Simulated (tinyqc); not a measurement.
What each parameter does: polytypes by hexagonality, and a cubic inclusion as a quantum well.

Gap: E3 + (Es - E3) h/hs for h up to hs, then linear from Es to E2 at h = 1. Valence top Ev2 h and polarisation P2 h, both counted from 3C; Ec = Ev + gap.

A cubic inclusion of width L = N d in the host (h = 0.4) is a well of depth V = Ec(host) - Ec(3C). Square well with mass mismatch: k tan(k L/2) = (m_w/m_b) q, k = sqrt(m_w E/c), q = sqrt(m_b (V - E)/c), c = hbar^2/2m0, lowest root. The depth of the level, V - E, is its binding, and the transition to the valence top of the host is gap(host) - (V - E). The step in polarisation gives a field |F| = |P|/(eps eps0) in a thin inclusion, eps0 = 8.8541878e-12 F/m.

Constants: hbar^2/2m0 = 3.80998211 eV angstrom^2.

Inputs chosen for the exercise (of the order of those of SiC; shifted at random, so the results belong to these values and not to a real crystal): E3 = 2.383 eV (gap of the cubic polytype); E2 = 3.358 eV (gap of 2H); Ev2 = 0.113 eV (valence top of 2H above that of 3C); P2 = -0.0364 C/m^2 (spontaneous polarisation of 2H); Es = 3.262 eV (gap at the hexagonality hs); hs = 0.5 (hexagonality up to which the first line holds); m = (0.3, 0.302) m0 (electron mass along c in the cubic layer and in the host); d = 2.513 angstrom (thickness of a double layer); eps = 10.1 (dielectric constant); N = 3 (double layers in the cubic inclusion).

Well depth, depth of the level, transition without the field and field. Each row changes one parameter from the base and keeps the others.

Results:
```
case                  V (eV)  depth (eV)  transition (eV)  |F| (MV/cm)
base                  0.7484      0.3113           2.7749        1.628
N = 4                 0.7484      0.4056           2.6806        1.628
Ev2 = 0.143 eV        0.7604      0.3189           2.7673        1.628
E3 = 2.363 eV         0.7644      0.3215           2.7607        1.628
E2 = 3.388 eV         0.7484      0.3113           2.7749        1.628
P2 = -0.0473 C/m^2    0.7484      0.3113           2.7749        2.116
eps = 11.1            0.7484      0.3113           2.7749        1.481
m = (0.36, 0.302) m0  0.7484      0.3209           2.7653        1.628
```

The largest shifts from the base row, up to three for each result and ties (the steps differ in size, so this ranks the rows, not the parameters). V (eV): E3 +0.0160, Ev2 +0.0120; unchanged at the printed digits by N, E2, P2, eps and m. depth (eV): N +0.0943, E3 +0.0102, m +0.0096; unchanged at the printed digits by E2, P2 and eps. transition (eV): N -0.0943, E3 -0.0142, m -0.0096; unchanged at the printed digits by E2, P2 and eps. |F| (MV/cm): P2 +0.488, eps -0.147; unchanged at the printed digits by N, Ev2, E3, E2 and m.

Run: tinyqc, `OMP_NUM_THREADS=1 python tinyqc.py 1851165 1851166 out.jsonl`; Intel(R) Xeon(R) Processor @ 2.30GHz, one thread, shared host; about 0.03 s of CPU time with all checks.
